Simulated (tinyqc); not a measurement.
# Capacitance shares from swing and barrier lowering

Inverse problem. Below threshold the charge is negligible, so the band edge moves as -(aG Vg + aD Vd), aG = CG/CS, aD = CD/CS (CG, CD the capacitances of the barrier top to gate and drain, CS the total), and I goes as exp((aG Vg + aD Vd)/Vt) once Vd is well above Vt. Find aG, aD, CS and CD.

Values chosen for this exercise:
- T = 150 K (temperature)

Constants: q = 1.602176634e-19 C, kB = 1.380649e-23 J/K, Vt = kB T/q. Results are converted to the units shown.

swing = 33.821835 mV/decade
DIBL = 61.363636 mV/V
CG = 17.657362 pF/cm

Solution. The swing is Vt ln 10/aG and the DIBL, -dVg/dVd at fixed current, is aD/aG.

aG = 0.880
aD = 0.0540
CS = 20.1 pF/cm
CD = 1.08 pF/cm

Program tinyqc, `OMP_NUM_THREADS=1 python tinyqc.py 2400098 2400099 out.jsonl`; Intel Xeon 2.30GHz, shared host, one thread, about 0.04 s.
